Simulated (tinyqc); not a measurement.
# Long-channel MOSFET, surface-potential model: effect of the temperature

n-channel transistor on a uniformly doped p-type body, gradual-channel approximation, constant mobility, Boltzmann statistics, full ionisation. Potentials are counted from the neutral body; V is the electron quasi-Fermi potential, Vsb at the source and Vsb + Vds at the drain. Charges are magnitudes per area.

Nc and Nv are given at 350 K and scale as (T/350 K)^1.5; Eg, Vfb and mu are held fixed. ni = sqrt(Nc Nv) exp(-Eg/(2 Vt)), Eg in volts; phiF = Vt ln(Na/ni); Cox = eps0 eox/tox; gamma = sqrt(2 q eps0 eps_r Na)/Cox. The surface potential psi at channel potential V solves Vgs + Vsb - Vfb - psi = gamma sqrt(G), G = psi - Vt + Vt exp((psi - 2 phiF - V)/Vt). Charge sheet: Qi = Cox gamma [sqrt(G) - sqrt(psi - Vt)]; I = mu (W/L) [integral of Qi dpsi from psi_0 to psi_L (drift) + Vt (Qi0 - QiL) (diffusion)], with psi_0 at V = Vsb and psi_L at V = Vsb + Vds. VT = Vfb + 2 phiF + gamma sqrt(2 phiF + Vsb), m = 1 + gamma/(2 sqrt(2 phiF + Vsb)). The swing is 20 mV/log10[I(VT - 0.14 V)/I(VT - 0.16 V)] of the charge-sheet current at the given Vds.

Parameters, values chosen for the exercise; material values those of a made-up semiconductor:
- Eg = 1.17 eV (band gap)
- eps_r = 12.8 (relative permittivity of the semiconductor)
- Nc = 3.15e19 cm^-3 (conduction-band density of states at the reference temperature)
- Nv = 4.05e19 cm^-3 (valence-band density of states at the reference temperature)
- Na = 1.8e18 cm^-3 (acceptor density of the body)
- eox = 4.08 (relative permittivity of the gate insulator)
- tox = 10 nm (insulator thickness)
- Vfb = -1.03 V (flat-band voltage)
- mu = 120 cm^2/(V s) (channel mobility)
- W = 2 um (gate width)
- L = 5 um (gate length)
- Vsb = 0 V (source-body reverse bias)
- Vgs = 2.77 V (gate-source voltage)
- Vds = 0.5 V (drain-source voltage)

Constants: q = 1.602176634e-19 C, kB = 1.380649e-23 J/K, Vt = kB T/q, eps0 = 8.8541878128e-14 F/cm where lengths are in cm. Results are converted to the units shown.

The same in every row: gamma (V^0.5) = 2.238.

Effect of the temperature:

| T (K) | VT (V) | m | swing (mV/decade) | I at Vgs, Vds (uA) |
|---|---|---|---|---|
| 220 | 2.382 | 2.075 | 94.27 | 0.4804 |
| 250 | 2.341 | 2.085 | 108.5 | 0.5869 |
| 280 | 2.297 | 2.096 | 123.3 | 0.7102 |
| 310 | 2.251 | 2.108 | 138.7 | 0.8512 |
| 340 | 2.203 | 2.120 | 154.7 | 1.011 |
| 370 | 2.153 | 2.134 | 171.3 | 1.190 |
| 400 | 2.102 | 2.148 | 188.6 | 1.390 |
| 430 | 2.049 | 2.163 | 206.6 | 1.610 |

As T goes from 220 to 430 K, VT falls from 2.38 to 2.05 V, the swing rises from 94.3 to 207 mV a decade and the current rises from 0.480 to 1.61 uA. The swing is 4.1 % above m Vt ln 10 in the first row and 12 % above it in the last. In every row the surface electron density at the source passes 0.3 Nc, where degeneracy and quantisation, left out here, matter. In every row the mobility is held fixed, though a real channel mobility changes with T and would alter the trend of the current.

Computed by the program tinyqc: `OMP_NUM_THREADS=1 python tinyqc.py 2360094 2360095 out.jsonl`, one thread of a shared Intel Xeon 2.30GHz, about 0.04 s for the whole run.
